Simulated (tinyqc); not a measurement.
# Level and coupling from the resonance

Inverse problem. One site of energy u is joined by hoppings -tc to two semi-infinite chains with hopping -t, t = 0.537 eV, and site energy 0. Each gives Sigma = tc^2 (E - i sqrt(4 t^2 - E^2))/(2 t^2) and Gamma = -2 Im Sigma; T(E) = 1 where E - u - 2 Re Sigma = 0. Find tc and u.

energy of full transmission = 0.61232901 eV
Gamma of one lead at that energy = 0.16186187 eV

Solution. Gamma = tc^2 sqrt(4 t^2 - E^2)/t^2 gives tc, and u = E (1 - tc^2/t^2).

tc = 0.2300 eV
u = 0.5000 eV

tinyqc, about 0.02 s, one thread, Intel Xeon 2.30GHz (shared host): `OMP_NUM_THREADS=1 python tinyqc.py 2660118 2660119 out.jsonl`
